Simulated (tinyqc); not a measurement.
Electron continuity equation in a given potential, Scharfetter-Gummel discretisation: one step of the calculation.

Steady state in one dimension: J = q mu n E + q D dn/dx with E = -dpsi/dx and D = mu Vt, dJ/dx = q (n/tau - G), fixed densities nL and nR at the ends. The potential is given, psi = U x/L, and is not changed by the electrons.

Problem. Bernoulli factors. d_i = (psi_(i+1) - psi_i)/Vt; B(d) = d/(exp(d) - 1), B(0) = 1. The flux on interval i is J_i = (q D/h) [n_(i+1) B(d_i) - n_i B(-d_i)].

Inputs (values chosen for the exercise):
```
symbol  value  unit      meaning
T         450     K  temperature
```

Constants: q = 1.602176634e-19 C, kB = 1.380649e-23 J/K, Vt = kB T/q. Results are converted to the units shown.

psi, node 0 to 8 (V): 0.00000000  -0.07250000  -0.14500000  -0.21750000  -0.29000000  -0.36250000  -0.43500000  -0.50750000  -0.58000000

Give: d_i; B(d_i); B(-d_i).

Solution.

```
interval      d_i  B(d_i)  B(-d_i)
0         -1.8696  2.2104  0.34081
1         -1.8696  2.2104  0.34081
2         -1.8696  2.2104  0.34081
3         -1.8696  2.2104  0.34081
4         -1.8696  2.2104  0.34081
5         -1.8696  2.2104  0.34081
6         -1.8696  2.2104  0.34081
7         -1.8696  2.2104  0.34081
```

The largest |d_i| is 1.87, below 2, so central differences would also keep densities positive.

Range of the model: The drift velocity mu E exceeds 1e7 cm/s somewhere, where real mobilities no longer stay constant.

tinyqc, about 0.01 s, one thread, Intel Xeon 2.30GHz (shared host): `OMP_NUM_THREADS=1 python tinyqc.py 2220122 2220123 out.jsonl`
